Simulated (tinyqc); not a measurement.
A discretised effective-mass wire between two leads, recursive Green functions: one step of the calculation.

Finite differences on a grid of step a give a chain with hopping -t, t = C/(m a^2), C = hbar^2/(2 m0), and site energies 2 t + U_i for the N = 6 sites of the device; the semi-infinite leads have site energy 2 t. Each slice is one site, and V = -t couples neighbouring slices.

Task. States fed from the left, and the bond current. The full first column follows backwards from c_N = G_(N,1): c_i = G_(i,1)(forward) + g_i V^dagger c_(i+1). The density of states fed by the left lead is Gamma |c_i|^2/(2 pi), and the current on bond i is 2 t Gamma Im(c_(i+1) conj(c_i)) in units of T(E).

Values chosen for this exercise:

| symbol | value | unit | meaning |
|---|---|---|---|
| m | 0.041 | m0 | effective mass |
| a | 0.6 | nm | grid step |

Constants: q = 1.602176634e-19 C, hbar = 1.054571817e-34 J s, m0 = 9.1093837015e-31 kg, hbar^2/(2 m0) = 0.0380998212 eV nm^2. Results are converted to the units shown.

| site | g_i (1/eV) | G_(i,1) of the forward pass (1/eV) |
|---|---|---|
| 1 | -0.25004231-0.11850310i | -0.25004231-0.11850310i |
| 2 | -0.36786328-0.11780902i | -0.20139382-0.18856360i |
| 3 | -0.48848403-0.22817461i | -0.14288011-0.35638115i |
| 4 | -0.28465325-0.49358778i | 0.34907823-0.44390145i |
| 5 | -0.14135149-0.20800622i | 0.36570921+0.02546263i |
| 6 | -0.16590827-0.20943945i | 0.14285188+0.20861562i |

Gamma = 3.0955248 eV

Give: c_i; density fed from the left; bond current.

Result.

| site | c_i (1/eV) | density fed from the left (1/eV) |
|---|---|---|
| 1 | -0.1659-0.2094i | 0.03517 |
| 2 | 0.0519-0.1655i | 0.01482 |
| 3 | 0.2490-0.0555i | 0.03206 |
| 4 | 0.3466+0.0767i | 0.06210 |
| 5 | 0.3058+0.1783i | 0.06174 |
| 6 | 0.1429+0.2086i | 0.03149 |

bond current, bond 1 to 5: [0.6126, 0.6126, 0.6126, 0.6126, 0.6126]

The bond current is the same on every bond and equals T(E): the current is conserved.

Computed by the program tinyqc: `OMP_NUM_THREADS=1 python tinyqc.py 2660014 2660015 out.jsonl`, one thread of a shared Intel Xeon 2.30GHz, about 0.01 s for the whole run.
